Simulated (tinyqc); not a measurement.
Thermodynamics of metal silicides: hull, first phase, silicon consumed, nucleation and stability against SiO2: one step, computed by the program tinyqc. Command: `OMP_NUM_THREADS=1 python tinyqc.py 3007304 3007305 out.jsonl silphase walk`. One thread of a shared host (Intel(R) Xeon(R) Processor @ 2.30GHz), about 0.01 s of CPU time with the checks.

Entropies of formation of the solids are neglected, so heats stand for free energies. Si fractions: M2Si 0.3333, MSi 0.5000, MSi2 0.6667.

Question. Which phases are stable. A phase is stable if it lies below every straight line between a phase on its left and one on its right (M and Si at zero). Distance = its heat less the lowest such line, negative for a stable phase.

Inputs (values chosen for the exercise, for a model metal): heat of formation of M2Si = -47.3 kJ/mol atoms; heat of formation of MSi = -59.4 kJ/mol atoms; heat of formation of MSi2 = -25.6 kJ/mol atoms.

Phases: M2Si, MSi, MSi2.

Give: distance to the lowest tie line.

Answer.

distance to the lowest tie line (kJ/mol atoms): M2Si -7.70, MSi -22.95, MSi2 14.00

Unstable against decomposition into neighbours: MSi2.
